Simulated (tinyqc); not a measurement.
Size effects in the resistivity of thin metal films and interconnect lines: one step, computed by the program tinyqc. Command: `OMP_NUM_THREADS=1 python tinyqc.py 3020462 3020463 out.jsonl size walk`. One thread of a shared host (Intel(R) Xeon(R) Processor @ 2.30GHz), about 0.01 s of CPU time with the checks.

Electrons lose their drift at surfaces (a share 1 - p of the hits) and at grain boundaries (reflection R), besides bulk scattering. The line sits in a trench with a non-conducting liner on both walls and the bottom; the spacing equals the drawn width.

Question. Metal cross-section. Metal width w_m = w - 2t, height h_m = (aspect ratio) w - t, grain size D = (ratio) w_m.

Inputs (values chosen for the exercise, modelled on tungsten):
```
quantity                          value  unit
drawn line width w                   65    nm
grain size over metal width         2.4     -
aspect ratio (height over width)    2.9     -
liner thickness t                     2    nm
```

Geometry: line.

Give: metal width w_m; metal height h_m; grain size D; share of the trench filled by metal.

Answer.

metal width w_m = 61 nm

metal height h_m = 186.5 nm

grain size D = 146.4 nm

share of the trench filled by metal = 92.850 %
